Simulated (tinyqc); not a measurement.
CIS on RHF in the sto-3g basis, for BeH2, spin multiplicity 1, step by step. Computed by tinyqc, a small Python program that keeps every step (integrals from PySCF). Settings: charge = 0, multiplicity = 1, basis = sto-3g, method = RHF, energy threshold = 1e-10, iteration cap = 81, orthogonalisation = symmetric, start = Wolfsberg-Helmholz matrix, DIIS depth = 6. Command: `OMP_NUM_THREADS=1 python tinyqc.py 30028 30029 out.jsonl` (the two numbers bound the seeds that draw the settings). One thread of a shared host (Intel(R) Xeon(R) Processor @ 2.60GHz), about 0.06 s of CPU time with the checks. The early iterations of the SCF are left out here.

## One-electron integrals

Geometry (angstrom):
```
atom        x         y        z
Be    0.00000   0.00000  0.00000
H     0.00000   1.24700  0.09600
H     0.00000  -1.24700  0.09600
```

Basis sto-3g: exponents (1/bohr^2) and contraction coefficients of normalised primitives:
```
element  l (shell)  exponent  coefficient
Be           s (1)  30.16787      0.15433
Be           s (1)   5.49512      0.53533
Be           s (1)   1.48719      0.44463
Be           s (2)   1.31483     -0.09997
Be           s (2)   0.30554      0.39951
Be           s (2)   0.09937      0.70012
Be           p (3)   1.31483      0.15592
Be           p (3)   0.30554      0.60768
Be           p (3)   0.09937      0.39196
H            s (1)   3.42525      0.15433
H            s (1)   0.62391      0.53533
H            s (1)   0.16886      0.44463
```

Overlap, kinetic and nuclear-attraction integrals over the contracted functions; the nuclear repulsion is the sum of Za Zb / Rab.

nuclear repulsion = 3.5970463 hartree

overlap S, lower triangle:
```
          1Be 1s   1Be 2s  1Be 2px   1Be 2py  1Be 2pz    2H 1s    3H 1s
1Be 1s   1.00000
1Be 2s   0.25952  1.00000
1Be 2px  0.00000  0.00000  1.00000
1Be 2py  0.00000  0.00000  0.00000   1.00000
1Be 2pz  0.00000  0.00000  0.00000   0.00000  1.00000
2H 1s    0.08466  0.49647  0.00000   0.54769  0.04216  1.00000
3H 1s    0.08466  0.49647  0.00000  -0.54769  0.04216  0.05008  1.00000
```

kinetic energy T (hartree), lower triangle:
```
           1Be 1s   1Be 2s  1Be 2px   1Be 2py  1Be 2pz     2H 1s    3H 1s
1Be 1s    6.69397
1Be 2s   -0.03301  0.21111
1Be 2px   0.00000  0.00000  0.66059
1Be 2py   0.00000  0.00000  0.00000   0.66059
1Be 2pz   0.00000  0.00000  0.00000   0.00000  0.66059
2H 1s    -0.01653  0.08370  0.00000   0.22410  0.01725   0.76003
3H 1s    -0.01653  0.08370  0.00000  -0.22410  0.01725  -0.01070  0.76003
```

nuclear attraction V (hartree), lower triangle:
```
            1Be 1s    1Be 2s   1Be 2px   1Be 2py   1Be 2pz     2H 1s     3H 1s
1Be 1s   -15.40731
1Be 2s    -2.11885  -3.08914
1Be 2px    0.00000   0.00000  -2.98625
1Be 2py    0.00000   0.00000   0.00000  -3.23817
1Be 2pz   -0.00317  -0.02445   0.00000   0.00000  -2.98774
2H 1s     -0.69352  -1.52615   0.00000  -1.64896  -0.13029  -3.11196
3H 1s     -0.69352  -1.52615   0.00000   1.64896  -0.13029  -0.17849  -3.11196
```

core Hamiltonian H = T + V (hartree), lower triangle:
```
           1Be 1s    1Be 2s   1Be 2px   1Be 2py   1Be 2pz     2H 1s     3H 1s
1Be 1s   -8.71333
1Be 2s   -2.15186  -2.87803
1Be 2px   0.00000   0.00000  -2.32566
1Be 2py   0.00000   0.00000   0.00000  -2.57758
1Be 2pz  -0.00317  -0.02445   0.00000   0.00000  -2.32715
2H 1s    -0.71005  -1.44245   0.00000  -1.42486  -0.11304  -2.35193
3H 1s    -0.71005  -1.44245   0.00000   1.42486  -0.11304  -0.18918  -2.35193
```

## Two-electron integrals

Functions are numbered as in S; the eight-fold symmetry (ij|kl) = (ji|kl) = (kl|ij) leaves the list below.

Two-electron integrals (ij|kl) in chemists' order, unique and non-zero (hartree):
```
(11|11) 2.29883    (21|11) 0.39204    (21|21) 0.07954    (22|11) 0.57099
(22|21) 0.14304    (22|22) 0.41768    (31|31) 0.01461    (32|31) 0.02189
(32|32) 0.09226    (33|11) 0.56958    (33|21) 0.14308    (33|22) 0.41759
(33|33) 0.44986    (41|41) 0.01461    (42|41) 0.02189    (42|42) 0.09226
(43|43) 0.02425    (44|11) 0.56958    (44|21) 0.14308    (44|22) 0.41759
(44|33) 0.40136    (44|44) 0.44986    (51|51) 0.01461    (52|51) 0.02189
(52|52) 0.09226    (53|53) 0.02425    (54|54) 0.02425    (55|11) 0.56958
(55|21) 0.14308    (55|22) 0.41759    (55|33) 0.40136    (55|44) 0.40136
(55|55) 0.44986    (61|11) 0.12710    (61|21) 0.02574    (61|22) 0.04651
(61|33) 0.04617    (61|41) 0.00233    (61|42) 0.00430    (61|44) 0.04722
(61|51) 0.00018    (61|52) 0.00033    (61|54) 0.00008    (61|55) 0.04618
(61|61) 0.00875    (62|11) 0.25378    (62|21) 0.06421    (62|22) 0.19799
(62|33) 0.19115    (62|41) 0.00843    (62|42) 0.04733    (62|44) 0.21137
(62|51) 0.00065    (62|52) 0.00364    (62|54) 0.00156    (62|55) 0.19127
(62|61) 0.02289    (62|62) 0.12966    (63|31) 0.00654    (63|32) 0.02885
(63|43) 0.00867    (63|53) 0.00067    (63|63) 0.01355    (64|11) 0.25344
(64|21) 0.06502    (64|22) 0.21045    (64|33) 0.19809    (64|41) 0.01395
(64|42) 0.07449    (64|44) 0.23483    (64|51) 0.00057    (64|52) 0.00351
(64|54) 0.00216    (64|55) 0.19821    (64|61) 0.02448    (64|62) 0.15814
(64|64) 0.20188    (65|11) 0.01951    (65|21) 0.00501    (65|22) 0.01620
(65|33) 0.01525    (65|41) 0.00057    (65|42) 0.00351    (65|44) 0.01674
(65|51) 0.00658    (65|52) 0.02913    (65|54) 0.00878    (65|55) 0.01659
(65|61) 0.00188    (65|62) 0.01217    (65|64) 0.01450    (65|65) 0.01466
(66|11) 0.41742    (66|21) 0.10763    (66|22) 0.36659    (66|33) 0.34024
(66|41) 0.01834    (66|42) 0.12582    (66|44) 0.41848    (66|51) 0.00141
(66|52) 0.00969    (66|54) 0.00602    (66|55) 0.34070    (66|61) 0.03982
(66|62) 0.29293    (66|64) 0.38239    (66|65) 0.02944    (66|66) 0.77461
(71|11) 0.12710    (71|21) 0.02574    (71|22) 0.04651    (71|33) 0.04617
(71|41) -0.00233   (71|42) -0.00430   (71|44) 0.04722    (71|51) 0.00018
(71|52) 0.00033    (71|54) -0.00008   (71|55) 0.04618    (71|61) 0.00797
(71|62) 0.01933    (71|64) 0.01866    (71|65) 0.00160    (71|66) 0.03172
(71|71) 0.00875    (72|11) 0.25378    (72|21) 0.06421    (72|22) 0.19799
(72|33) 0.19115    (72|41) -0.00843   (72|42) -0.04733   (72|44) 0.21137
(72|51) 0.00065    (72|52) 0.00364    (72|54) -0.00156   (72|55) 0.19127
(72|61) 0.01933    (72|62) 0.07401    (72|64) 0.07006    (72|65) 0.00683
(72|66) 0.12576    (72|71) 0.02289    (72|72) 0.12966    (73|31) 0.00654
(73|32) 0.02885    (73|43) -0.00867   (73|53) 0.00067    (73|63) 0.00649
(73|73) 0.01355    (74|11) -0.25344   (74|21) -0.06502   (74|22) -0.21045
(74|33) -0.19809   (74|41) 0.01395    (74|42) 0.07449    (74|44) -0.23483
(74|51) -0.00057   (74|52) -0.00351   (74|54) 0.00216    (74|55) -0.19821
(74|61) -0.01866   (74|62) -0.07006   (74|64) -0.06196   (74|65) -0.00635
(74|66) -0.11519   (74|71) -0.02448   (74|72) -0.15814   (74|74) 0.20188
(75|11) 0.01951    (75|21) 0.00501    (75|22) 0.01620    (75|33) 0.01525
(75|41) -0.00057   (75|42) -0.00351   (75|44) 0.01674    (75|51) 0.00658
(75|52) 0.02913    (75|54) -0.00878   (75|55) 0.01659    (75|61) 0.00160
(75|62) 0.00683    (75|64) 0.00635    (75|65) 0.00710    (75|66) 0.01196
(75|71) 0.00188    (75|72) 0.01217    (75|74) -0.01450   (75|75) 0.01466
(76|11) 0.03226    (76|21) 0.00796    (76|22) 0.02219    (76|33) 0.02181
(76|44) 0.02291    (76|51) 0.00015    (76|52) 0.00070    (76|55) 0.02184
(76|61) 0.00260    (76|62) 0.01082    (76|64) 0.01169    (76|65) 0.00111
(76|66) 0.02061    (76|71) 0.00260    (76|72) 0.01082    (76|74) -0.01169
(76|75) 0.00111    (76|76) 0.00121    (77|11) 0.41742    (77|21) 0.10763
(77|22) 0.36659    (77|33) 0.34024    (77|41) -0.01834   (77|42) -0.12582
(77|44) 0.41848    (77|51) 0.00141    (77|52) 0.00969    (77|54) -0.00602
(77|55) 0.34070    (77|61) 0.03172    (77|62) 0.12576    (77|64) 0.11519
(77|65) 0.01196    (77|66) 0.21208    (77|71) 0.03982    (77|72) 0.29293
(77|74) -0.38239   (77|75) 0.02944    (77|76) 0.02061    (77|77) 0.77461
```

## Orthogonalisation

S = U s U^T; symmetric (Loewdin) form X = U s^(-1/2) U^T, so that X^T S X = 1.

eigenvalues of S: 0.20000  0.30357  0.92367  1.00000  1.00551  1.74992  1.81733

X, lower triangle:
```
           1Be 1s    1Be 2s  1Be 2px   1Be 2py   1Be 2pz     2H 1s    3H 1s
1Be 1s    1.02807
1Be 2s   -0.15188   1.31591
1Be 2px   0.00000   0.00000  1.00000
1Be 2py   0.00000   0.00000  0.00000   1.47210
1Be 2pz  -0.00136   0.02421  0.00000   0.00000   1.00203
2H 1s     0.01384  -0.36001  0.00000  -0.52303  -0.03022   1.38422
3H 1s     0.01384  -0.36001  0.00000   0.52303  -0.03022  -0.13570  1.38422
```

## Iteration 6 (converged): orbitals

converged F (hartree), lower triangle:
```
           1Be 1s    1Be 2s  1Be 2px   1Be 2py   1Be 2pz     2H 1s     3H 1s
1Be 1s   -4.51379
1Be 2s   -1.28827  -0.64998
1Be 2px   0.00000   0.00000  0.20947
1Be 2py   0.00000   0.00000  0.00000  -0.27281
1Be 2pz   0.00162  -0.02033  0.00000   0.00000   0.20742
2H 1s    -0.43117  -0.45346  0.00000  -0.34409  -0.02176  -0.35426
3H 1s    -0.43117  -0.45346  0.00000   0.34409  -0.02176  -0.07225  -0.35426
```

Diagonalise F' = X^T F X, C = X C', fill 3 alpha and 3 beta electrons from the bottom; D = 2 C_occ C_occ^T. Each column has its largest component positive (the first on a tie).

F' = X^T F X (hartree), lower triangle:
```
          1         2        3         4         5         6        7
1  -4.40436
2  -0.67862  -0.06070
3   0.00000   0.00000  0.20947
4   0.00000   0.00000  0.00000   0.31423
5   0.00293   0.00941  0.00000   0.00000   0.21008
6  -0.09082  -0.36156  0.00000  -0.52390  -0.02787   0.13613
7  -0.09082  -0.36156  0.00000   0.52390  -0.02787  -0.15726  0.13613
```

orbital energies (hartree): MO1 -4.51729, MO2 -0.47158, MO3 -0.43717, MO4 0.20701, MO5 0.20947, MO6 0.50574, MO7 1.04479

coefficients C:
```
              MO1       MO2       MO3       MO4      MO5       MO6       MO7
1Be 1s    0.99174  -0.23155   0.00000   0.03037  0.00000  -0.20564   0.00000
1Be 2s    0.03142   0.53694   0.00000  -0.14240  0.00000   1.30573   0.00000
1Be 2px   0.00000   0.00000   0.00000   0.00000  1.00000   0.00000   0.00000
1Be 2py   0.00000   0.00000   0.50689   0.00000  0.00000   0.00000   1.56756
1Be 2pz  -0.00007   0.01881   0.00000   0.99020  0.00000   0.16006   0.00000
2H 1s    -0.00182   0.39617   0.39805   0.05497  0.00000  -0.86611  -1.12703
3H 1s    -0.00182   0.39617  -0.39805   0.05497  0.00000  -0.86611   1.12703
```

D after iteration 6, lower triangle:
```
           1Be 1s   1Be 2s  1Be 2px   1Be 2py  1Be 2pz     2H 1s    3H 1s
1Be 1s    2.07435
1Be 2s   -0.18634  0.57859
1Be 2px   0.00000  0.00000  0.00000
1Be 2py   0.00000  0.00000  0.00000   0.51388
1Be 2pz  -0.00886  0.02020  0.00000   0.00000  0.00071
2H 1s    -0.18708  0.42533  0.00000   0.40354  0.01491   0.63080
3H 1s    -0.18708  0.42533  0.00000  -0.40354  0.01491  -0.00298  0.63080
```

## Convergence

Stop when the energy changes by less than 1e-10 hartree and every element of the error matrix X^T (F D S - S D F) X is below 3e-06.

Course of the cycle:
```
iteration  E (hartree)     change  largest element of the error matrix
1          -15.5501487          -                             1.21e-01
2          -15.5589755  -8.83e-03                             1.16e-02
3          -15.5591800  -2.05e-04                             1.34e-03
4          -15.5591869  -6.84e-06                             1.09e-04
5          -15.5591869  -3.91e-08                             4.94e-06
6          -15.5591869  -9.57e-11                             1.27e-07
```

PySCF RHF in the same basis = -15.5591869 hartree

Converged in 6 iterations.

## Integrals over molecular orbitals

(pq|rs) = sum C_ip C_jq C_kr C_ls (ij|kl), one index at a time.

one-electron integrals over orbitals h = C^T H C (hartree), lower triangle:
```
          1         2         3         4         5         6         7
1  -8.70157
2   0.23412  -2.53100
3   0.00000   0.00000  -2.49763
4  -0.03358  -0.00128   0.00000  -2.32239
5   0.00000   0.00000   0.00000   0.00000  -2.32566
6   0.18235  -0.14069   0.00000  -0.03367   0.00000  -1.91983
7   0.00000   0.00000  -0.25777   0.00000   0.00000   0.00000  -1.75880
```

Two-electron integrals over orbitals (pq|rs), unique and non-zero (hartree):
```
(11|11) 2.27141     (21|11) -0.20527    (21|21) 0.02844     (22|11) 0.50117
(22|21) -0.00724    (22|22) 0.40830     (31|31) 0.00652     (32|31) 0.01561
(32|32) 0.16563     (33|11) 0.47275     (33|21) -0.00300    (33|22) 0.42143
(33|33) 0.44425     (41|11) 0.02609     (41|21) -0.00321    (41|22) 0.00275
(41|33) 0.00159     (41|41) 0.01598     (42|11) -0.00875    (42|21) 0.00123
(42|22) 0.00815     (42|33) 0.00714     (42|41) 0.01516     (42|42) 0.05024
(43|31) -3.85e-05   (43|32) 0.00687     (43|43) 0.01593     (44|11) 0.56824
(44|21) -0.00855    (44|22) 0.37409     (44|33) 0.36345     (44|41) -0.00352
(44|42) -0.01530    (44|44) 0.45183     (51|51) 0.01577     (52|51) 0.01548
(52|52) 0.05041     (53|53) 0.01547     (54|51) -0.00222    (54|52) -0.00579
(54|54) 0.02488     (55|11) 0.56917     (55|21) -0.00842    (55|22) 0.37530
(55|33) 0.36391     (55|41) 0.00085     (55|42) -0.00399    (55|44) 0.40112
(55|55) 0.44986     (61|11) -0.17045    (61|21) 0.02437     (61|22) -0.00681
(61|33) -0.00443    (61|41) -0.00102    (61|42) 0.00242     (61|44) -0.00474
(61|55) -0.00413    (61|61) 0.02140     (62|11) 0.09934     (62|21) -0.00678
(62|22) -0.02814    (62|33) -0.05077    (62|41) 0.00227     (62|42) -0.00120
(62|44) 0.04407     (62|55) 0.04599     (62|61) -0.00286    (62|62) 0.07603
(63|31) -0.00380    (63|32) -0.09607    (63|43) -0.00560    (63|63) 0.08273
(64|11) 0.01030     (64|21) 0.00029     (64|22) 0.00344     (64|33) -0.00082
(64|41) 0.01551     (64|42) 0.04491     (64|44) -0.00485    (64|55) 0.00303
(64|61) 0.00219     (64|62) 0.01213     (64|64) 0.04834     (65|51) 0.01613
(65|52) 0.04731     (65|54) -0.00417    (65|65) 0.05061     (66|11) 0.48077
(66|21) -0.00621    (66|22) 0.40600     (66|33) 0.41610     (66|41) 0.00546
(66|42) 0.01715     (66|44) 0.36928     (66|55) 0.37244     (66|61) -0.00495
(66|62) -0.03647    (66|64) 0.01104     (66|66) 0.42219     (71|31) 0.01186
(71|32) 0.02119     (71|43) -0.00053    (71|63) -0.00313    (71|71) 0.02219
(72|31) 0.00288     (72|32) -0.04670    (72|43) -0.00744    (72|63) 0.06067
(72|71) 0.00668     (72|72) 0.05645     (73|11) 0.13341     (73|21) -0.00560
(73|22) -0.00982    (73|33) -0.02424    (73|41) -0.00071    (73|42) -0.01104
(73|44) 0.05447     (73|55) 0.05408     (73|61) -0.00308    (73|62) 0.07020
(73|64) 0.00330     (73|66) -0.03069    (73|73) 0.08089     (74|31) -0.00218
(74|32) -0.01883    (74|43) 0.01322     (74|63) 0.01079     (74|71) -0.00344
(74|72) 0.00251     (74|74) 0.01877     (75|53) 0.01385     (75|75) 0.01626
(76|31) 0.01176     (76|32) 0.14209     (76|43) 0.00799     (76|63) -0.09641
(76|71) 0.01581     (76|72) -0.05899    (76|74) -0.01611    (76|76) 0.13976
(77|11) 0.58651     (77|21) -0.00960    (77|22) 0.43780     (77|33) 0.45726
(77|41) 0.00045     (77|42) 0.00122     (77|44) 0.39630     (77|55) 0.39530
(77|61) -0.00911    (77|62) -0.04419    (77|64) -0.00534    (77|66) 0.44376
(77|73) -0.01780    (77|77) 0.50026
```

## CIS matrix, singlets

A(ia,jb) = (e_a - e_i) d_ij d_ab + 2 (ia|jb) - (ij|ab).

CIS matrix A, singlet (hartree), lower triangle:
```
          1>4      1>5       1>6       1>7       2>4      2>5       2>6       2>7
1>4   4.18802
1>5   0.00000  4.18912
1>6  -0.01233  0.00000   4.58506
1>7   0.00000  0.00000   0.00000   5.01994
2>4   0.03888  0.00000   0.00456   0.00000   0.40497
2>5   0.00000  0.03937   0.00000   0.00000   0.00000  0.40656
2>6   0.00424  0.00000   0.00049   0.00000  -0.00584  0.00000   0.72338
2>7   0.00000  0.00000   0.00000   0.02296   0.00000  0.00000   0.00000   1.19148
3>4   0.00000  0.00000   0.00000   0.00112   0.00000  0.00000   0.00000   0.00396
3>5   0.00000  0.00000   0.00000   0.00000   0.00000  0.00000   0.00000   0.00000
3>6   0.00000  0.00000   0.00000  -0.01803   0.00000  0.00000   0.00000  -0.02075
3>7   0.00076  0.00000  -0.01793   0.00000  -0.00325  0.00000  -0.00168   0.00000

          3>4      3>5      3>6      3>7
3>4   0.31260
3>5   0.00000  0.31366
3>6  -0.01038  0.00000  0.69228
3>7   0.00000  0.00000  0.00000  1.18650
```

## CIS singlet states

dipole integrals <i|r|a> (bohr):
```
           x         y         z
1>4  0.00000   0.00000   0.15132
1>5  0.15241   0.00000   0.00000
1>6  0.00000   0.00000   0.01803
1>7  0.00000   0.13234   0.00000
2>4  0.00000   0.00000   0.96374
2>5  0.96690   0.00000   0.00000
2>6  0.00000   0.00000   0.04846
2>7  0.00000  -0.53623   0.00000
3>4  0.00000   0.04145   0.00000
3>5  0.00000   0.00000   0.00000
3>6  0.00000  -1.04273   0.00000
3>7  0.00000   0.00000  -0.14814
```

Diagonalise A (1 hartree = 27.211386 eV); each vector has its largest component positive (the first on a tie). The transition dipole is mu = sqrt2 sum c_ia <i|r|a>.

singlet excitation energies (eV): 8.49824  8.53502  11.00549  11.05200  18.82001  19.68675  32.28414  32.44190  113.96256  114.00290  124.77892  136.60542

lowest vectors:
```
      state 1  state 2   state 3   state 4   state 5   state 6
1>4   0.00000  0.00000  -0.01030   0.00000   0.00000  -0.00102
1>5   0.00000  0.00000   0.00000  -0.01041   0.00000   0.00000
1>6   0.00000  0.00000  -0.00110   0.00000   0.00000  -0.00009
1>7  -0.00011  0.00000   0.00000   0.00000   0.00395   0.00000
2>4   0.00000  0.00000   0.99977   0.00000   0.00000  -0.01848
2>5   0.00000  0.00000   0.00000   0.99995   0.00000   0.00000
2>6   0.00000  0.00000   0.01846   0.00000   0.00000   0.99982
2>7  -0.00386  0.00000   0.00000   0.00000   0.04149   0.00000
3>4   0.99963  0.00000   0.00000   0.00000  -0.02692   0.00000
3>5   0.00000  1.00000   0.00000   0.00000   0.00000   0.00000
3>6   0.02710  0.00000   0.00000   0.00000   0.99877   0.00000
3>7   0.00000  0.00000   0.00419   0.00000   0.00000   0.00350
```

oscillator strengths 2/3 w |mu|^2: 0.00010  0.00000  0.49927  0.50457  1.04454  0.00087

## CIS matrix, triplets

A(ia,jb) = (e_a - e_i) d_ij d_ab - (ij|ab).

CIS matrix A, triplet (hartree), lower triangle:
```
          1>4      1>5       1>6       1>7       2>4      2>5       2>6       2>7
1>4   4.15606
1>5   0.00000  4.15758
1>6  -0.01030  0.00000   4.54226
1>7   0.00000  0.00000   0.00000   4.97557
2>4   0.00855  0.00000  -0.00029   0.00000   0.30449
2>5   0.00000  0.00842   0.00000   0.00000   0.00000  0.30574
2>6  -0.00029  0.00000   0.00621   0.00000  -0.00344  0.00000   0.57132
2>7   0.00000  0.00000   0.00000   0.00960   0.00000  0.00000   0.00000   1.07858
3>4   0.00000  0.00000   0.00000   0.00218   0.00000  0.00000   0.00000   0.01883
3>5   0.00000  0.00000   0.00000   0.00000   0.00000  0.00000   0.00000   0.00000
3>6   0.00000  0.00000   0.00000  -0.01176   0.00000  0.00000   0.00000  -0.14209
3>7   0.00218  0.00000  -0.01176   0.00000   0.01883  0.00000  -0.14209   0.00000

         3>4      3>5      3>6      3>7
3>4  0.28074
3>5  0.00000  0.28273
3>6  0.00082  0.00000  0.52682
3>7  0.00000  0.00000  0.00000  1.02471
```

## CIS triplet states

Diagonalise A (1 hartree = 27.211386 eV); each vector has its largest component positive (the first on a tie).

triplet excitation energies (eV): 7.62502  7.69335  8.27182  8.31914  13.40134  14.43520  29.00681  30.29637  113.08525  113.13411  123.61013  135.39362

lowest vectors:
```
      state 1  state 2   state 3   state 4  state 5   state 6
1>4   0.00000  0.00000  -0.00220   0.00000  0.00000  -0.00011
1>5   0.00000  0.00000   0.00000  -0.00219  0.00000   0.00000
1>6   0.00000  0.00000  -0.00001   0.00000  0.00000  -0.00068
1>7  -0.00046  0.00000   0.00000   0.00000  0.00204   0.00000
2>4   0.00000  0.00000   0.99965   0.00000  0.00000   0.00836
2>5   0.00000  0.00000   0.00000   1.00000  0.00000   0.00000
2>6   0.00000  0.00000  -0.00113   0.00000  0.00000   0.96113
2>7  -0.02692  0.00000   0.00000   0.00000  0.23475   0.00000
3>4   0.99946  0.00000   0.00000   0.00000  0.02464   0.00000
3>5   0.00000  1.00000   0.00000   0.00000  0.00000   0.00000
3>6  -0.01884  0.00000   0.00000   0.00000  0.97174   0.00000
3>7   0.00000  0.00000  -0.02633   0.00000  0.00000   0.27598
```
